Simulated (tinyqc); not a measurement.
Capture against depth of the level: configuration-coordinate model of carrier capture at a defect.

Two parabolas of equal curvature k in one coordinate Q: with the carrier free at the band edge, U_f = k Q^2/2; with the carrier trapped, U_t = k (Q - dQ)^2/2 - ET. ER = k dQ^2/2, Huang-Rhys factor S = ER/hw, hw = 0.0646541 sqrt(k/M) eV for k in eV/angstrom^2 and M in u. The curves cross at a height Eb = (ER - ET)^2/(4 ER) above the free minimum.

Multiphonon factor for giving p = ET/hw phonons to the lattice: W = exp(-S (2 nb + 1)) ((nb + 1)/nb)^(p/2) I_p(x), nb = 1/(exp(hw/kT) - 1), x = 2 S sqrt(nb (nb + 1)), I_p the modified Bessel function. Classical limit: W = hw exp(-Eb/kT)/sqrt(4 pi ER kT). At T = 0: exp(-S) S^p/Gamma(p + 1).

Constants: kB = 8.617333262e-05 eV/K.

Values chosen for the exercise (out of a larger set: of the size met at a vacancy centre in SiC; not measured data):
- ER = 0.21 eV (relaxation energy)
- hw = 0.038 eV (phonon energy of the mode)
- T = 400 K (temperature)

ET is varied at fixed ER, hw and T, as by moving the band edge with alloying or pressure.

Against ET:

| ET/ER | ET (eV) | Eb (eV) | log10 W | log10 W, classical |
|---|---|---|---|---|
| 0.10 | 0.021 | 0.0425 | -1.403 | -1.435 |
| 0.25 | 0.052 | 0.0295 | -1.243 | -1.272 |
| 0.50 | 0.105 | 0.0131 | -1.049 | -1.065 |
| 0.75 | 0.158 | 0.0033 | -0.942 | -0.941 |
| 1.00 | 0.210 | 0.0000 | -0.917 | -0.900 |
| 1.25 | 0.263 | 0.0033 | -0.970 | -0.941 |
| 1.50 | 0.315 | 0.0131 | -1.093 | -1.065 |
| 2.00 | 0.420 | 0.0525 | -1.532 | -1.561 |
| 3.00 | 0.630 | 0.2100 | -3.058 | -3.546 |

What can be read from this table?

Capture is fastest at ET/ER = 1 among these rows, where the barrier vanishes or nearly so. The classical form is symmetric about ET = ER; the quantum one gives -1.05 at 0.5 and -1.09 at 1.5, against -1.07 for both. At ET = 3 ER it lies 0.5 decades above the classical value: deep levels capture by emitting many phonons, and the rate falls with depth by 7.3 decades per eV between the last two rows. Rows deeper than the gap of the host are formal.

(tinyqc, `OMP_NUM_THREADS=1 python tinyqc.py 1451841 1451842 out.jsonl`, Intel(R) Xeon(R) Processor @ 2.30GHz, 1 thread, shared host, about 0.01 s.)
